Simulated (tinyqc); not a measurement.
Thickness from two neighbouring fringes.

Inverse problem. At normal incidence a transparent film with an index between those of air and substrate, taken as constant, has reflectance minima at 2 n1 d = (m + 1/2) lam (small phase shifts at the substrate neglected). Find d and the order m of the shorter wavelength.

Values chosen for this exercise:
- n1 = 2.389 (index of the transparent film)

wavelengths of two neighbouring reflectance minima (nm): 461  592.71429

Answer. Neighbouring orders differ by one: 2 n1 d (1/lam1 - 1/lam2) = 1.

d = 434 nm
m = 4

Computed by the program tinyqc: `OMP_NUM_THREADS=1 python tinyqc.py 2870157 2870158 out.jsonl`, one thread of a shared Intel Xeon 2.30GHz, about 0.01 s for the whole run.
